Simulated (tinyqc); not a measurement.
## Read current of a NAND string, cells in series solved by shooting: read current against the number of cells

Cells in series, numbered from 0 at the source line (0 V) to the bit line, each followed by a gap resistance Rg. A cell with gate Vg, threshold VT, source Vs and drain Vd passes I = 2 nf K Vt^2 [F(Vs) - F(Vd)]/(1 + th max(Vg - VT, 0)), F(V) = ln^2(1 + exp((Vg - VT - nf V)/(2 nf Vt))). The selected cell has Vg = Vr, the others Vg = Vp.

For a trial current I start at 0 V and, cell by cell, solve for the drain: sqrt(F(Vd)) = sqrt(F(Vs) - I/k), k = 2 nf K Vt^2/(1 + th max(Vg - VT, 0)), Vd = [Vg - VT - 2 nf Vt ln(exp(sqrt F) - 1)]/nf, then add I Rg. The string current is the I for which the last node reaches Vbl. The apparent threshold is the Vr at which I = Is. Background: all other cells erased (VT = Ve) or all in the highest state (VT = Vh); ratio and shift are high over erased and high minus erased. The selected cell is in the middle, cell n/2.

Values chosen for this exercise; values of the order met in vertical NAND strings: temperature T = 358 K; gain factor of a cell K = 19 uA/V^2; slope factor nf = 2; mobility reduction factor th = 0.11 1/V; resistance of the gap between cells Rg = 2.8 kohm; bit-line voltage Vbl = 0.4 V; pass voltage Vp = 7.2 V; threshold of an erased cell Ve = -0.6 V; threshold of the highest state Vh = 4.2 V; threshold of the selected cell Vx = 2.5 V; sensing current Is = 50 nA; read voltage on the selected word line Vr = 3.49 V.

Constants: q = 1.602176634e-19 C, kB = 1.380649e-23 J/K, Vt = kB T/q. Results are converted to the units shown.

Read current against the number of cells:

| n | I, others erased (uA) | I, others high (uA) | ratio | apparent VT, erased (V) | apparent VT, high (V) | background shift (mV) |
|---|---|---|---|---|---|---|
| 8 | 1.840 | 1.283 | 0.6976 | 2.539 | 2.543 | 4.376 |
| 16 | 1.164 | 0.7310 | 0.6282 | 2.545 | 2.554 | 8.782 |
| 32 | 0.6680 | 0.3915 | 0.5861 | 2.557 | 2.575 | 17.68 |
| 64 | 0.3601 | 0.2027 | 0.5630 | 2.582 | 2.618 | 35.85 |
| 96 | 0.2465 | 0.1368 | 0.5550 | 2.607 | 2.662 | 54.56 |
| 128 | 0.1873 | 0.1032 | 0.5509 | 2.632 | 2.706 | 73.94 |
| 192 | 0.1266 | 0.06921 | 0.5468 | 2.682 | 2.801 | 118.5 |

With erased neighbours the current falls from 1.84 to 0.127 uA, as n^(-0.66) between the first two rows and n^(-0.97) between the last two (-1 once the series resistance rules). The ratio falls from 0.698 to 0.547 and the background shift rises from 4.38 to 119 mV.

Computed by the program tinyqc: `OMP_NUM_THREADS=1 python tinyqc.py 2142243 2142244 out.jsonl`, one thread of a shared Intel Xeon 2.30GHz, about 0.5 s for the whole run.
